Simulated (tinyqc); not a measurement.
Worked calculation: Landau-Devonshire theory of a uniaxial ferroelectric. Computed by tinyqc, a small Python program that keeps every step. Command: `OMP_NUM_THREADS=1 python tinyqc.py 3026212 3026213 out.jsonl ferro walk`. One thread of a shared host (Intel(R) Xeon(R) Processor @ 2.30GHz), about 0.01 s of CPU time with the checks. Intermediate numbers are printed to about 5 digits and carried at full precision; extremes and crossings named in words are read from the listed rows.

G(P) = (alpha/2) P^2 + (beta*/4) P^4 + (gamma/6) P^6 - E P per volume, SI units, one domain, P along the polar axis.

Inputs (values chosen for the exercise, modelled on lead titanate): alpha_0 = 760000 J m/(C^2 K); Curie-Weiss temperature T0 = 752 K; beta = -3.03e+08 J m^5/C^4; gamma = 1.55e+09 J m^9/C^6; temperature T = 400 K; applied field E = 5.6 MV/m; film thickness d = 27 nm; screening length lambda = 0.017 nm; background permittivity eps_b = 8; gradient coefficient g = 1.7e-10 J m^3/C^2; series capacitance C_d = 3.6 microfarad/cm^2; start of Newton steps P0/Ps = 1.

Sample: free crystal.

Constants: eps_0 = 8.8541878128e-12 F/m.

## Coefficients at T

alpha = alpha_0 (T - T0*), T0* = T0, beta* = beta.

T0* = 752 K

alpha = -2.6752e+08 J m/C^2

beta* = -3.03e+08 J m^5/C^4

beta* < 0: the transition is of first order.

## Spontaneous polarisation, susceptibility, coercive field

Ps^2 = [-beta* + sqrt(beta*^2 - 4 alpha gamma)]/(2 gamma). chi = 1/(eps_0 G''), G'' = alpha + 3 beta* P^2 + 5 gamma P^4 at Ps. Ps, chi and the coercive field are for perfect screening, without a depolarising field. The intrinsic coercive field is |alpha P + beta* P^3 + gamma P^5| at the P_c where G'' = 0. 1 C/m^2 = 100 microcoulomb/cm^2.

spontaneous polarisation Ps = 72.424 microcoulomb/cm^2

susceptibility chi = 81.373

well depth G(Ps) = -53.721 MJ/m^3

P_c = 50.346 microcoulomb/cm^2

intrinsic coercive field = 123.22 MV/m

P_c/Ps = 0.695, above the 0.577 of a quartic well, as the sixth-order term matters. Real switching runs by domain nucleation at far lower fields.

## Temperatures of the first-order transition

T_C = T0* + 3 beta*^2/(16 alpha_0 gamma); the polar phase survives up to T1 = T0* + beta*^2/(4 alpha_0 gamma); at T_C Ps^2 = -3 beta*/(4 gamma); latent heat = (1/2) alpha_0 T_C Ps^2.

transition temperature T_C = 766.61 K

superheating limit T1 = 771.48 K

jump of Ps = 38.290 microcoulomb/cm^2

latent heat = 42.710 MJ/m^3

Thermal hysteresis can span at most T1 - T0* = 19.5 K.

## Polarisation in the field by Newton steps

Solve G'(P) = alpha P + beta* P^3 + gamma P^5 - E = 0 by P(new) = P - G'/G'' from P0; stop when the step is below 1e-11 C/m^2 (G' under 1e-6 MV/m is shown as 0).

Newton steps:
```
step  P (microcoulomb/cm^2)    G' (MV/m)  G'' (MJ m/C^2)
1                    72.424  -5.6000e+00          1387.9
2                    72.828   8.5654e-02          1430.5
3                    72.822   1.9090e-05          1429.9
4                    72.822            0          1429.9
```

P at the end of the steps = 72.822 microcoulomb/cm^2

1/(eps_0 G'') there = 78.986

The linear estimate Ps + eps_0 chi E gives 72.828; the field lowers chi by 2.9 %.

## The 180-degree wall

With the term (g/2) (dP/dx)^2, (g/2) P'^2 = G(P) - G(Ps) across the wall: energy = int_(-Ps)^(Ps) sqrt(2 g [G(P) - G(Ps)]) dP (40 Gauss-Legendre points); width = 2 Ps over the slope at P = 0, sqrt(2 |G(Ps)|/g). Elastic coupling inside the wall is left out.

wall energy = 138.99 mJ/m^2

wall width = 1.8220 nm

## A capacitor with imperfect screening

Between shorted electrodes with screening length lambda each, the depolarising field is -k P, k = 2 lambda/(eps_0 (d + 2 lambda eps_b)), so alpha turns into alpha + k. The polar state is the lowest uniform state while alpha + k < 0 (beta* > 0) or < 3 beta*^2/(16 gamma) (beta* < 0); setting the equality gives the critical thickness d_c.

depolarising coefficient k = 1.4080e+08 J m/C^2

polarisation of the film = 63.239 microcoulomb/cm^2

size of the depolarising field = 89.042 MV/m

critical thickness d_c = 13.510 nm

The film keeps 87 % of Ps.

## Thickness series

Domains are left out, though they can pre-empt both the loss of P and the state at P = 0. The second and third columns are for the shorted capacitor, polar only where it is the lowest uniform state: alpha + k < 0 (beta* > 0) or < 3 beta*^2/(16 gamma) (beta* < 0). The last column is another circuit, the film in series with C_d at P = 0: 1/C = (alpha d)/(1 + alpha eps_0 eps_b) + 1/C_d, and P = 0 is locally stable while 1/C > 0; a dash marks the rest.

Against thickness:
```
d (nm)  P (microcoulomb/cm^2)  depolarising field (MV/m)  C of the stack / C_d
1                       0.000                       0.00                1.0099
2                       0.000                       0.00                1.0200
3                       0.000                       0.00                1.0303
5                       0.000                       0.00                1.0516
8                       0.000                       0.00                1.0852
15                     48.878                     122.90                1.1727
30                     64.378                      81.66                1.4174
60                     68.797                      43.83                2.4331
150                    71.046                      18.15                     -
```

The polar state appears between 8 and 15 nm (d_c = 13.5 nm), and at 150 nm P is 98.1 % of Ps. The stack exceeds C_d wherever it is stable, up to 2.43 times: the ferroelectric held at P = 0 acts as a negative capacitance.

Checks made by the program: Ps against a numerical root of G'(P)/P (relative difference below 1e-10).
